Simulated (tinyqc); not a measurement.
Thermal displacements in the Debye model: Debye-Waller factors, bond-length spread and the Lindemann rule: one step, computed by the program tinyqc. Command: `OMP_NUM_THREADS=1 python tinyqc.py 3020543 3020544 out.jsonl debyewaller walk`. One thread of a shared host (Intel(R) Xeon(R) Processor @ 2.30GHz), about 0.01 s of CPU time with the checks.

A Debye spectrum with three branches of one velocity, cut at k_B Theta; 8 atoms per cube, nearest neighbours at d = 0.433013 a.

Question. Mean-square displacement. <u_x^2> = (3 hbar^2/(2 M k_B Theta)) int_0^1 s coth(s Theta/(2T)) ds (64 Gauss-Legendre points); it tends to 3 hbar^2/(4 M k_B Theta) at T = 0 and to 3 hbar^2 T/(M k_B Theta^2) at high T. B = 8 pi^2 <u_x^2>.

Inputs (values chosen for the exercise, modelled on germanium): atomic mass M = 72.63 u; Debye temperature Theta = 280 K; temperature T = 150 K.

Structure: diamond.

Constants: hbar^2/u = 4.18015928e-03 eV angstrom^2; k_B = 8.617333262e-05 eV/K.

Give: <u_x^2>; zero-point value; classical value; B factor.

Answer.

<u_x^2> = 0.004192 angstrom^2

zero-point value = 0.001789 angstrom^2

classical value = 0.003834 angstrom^2

B factor = 0.3310 angstrom^2

The zero-point value is 42.7 % and the classical value 91.4 % of the full result; the two are limits, not parts that add.
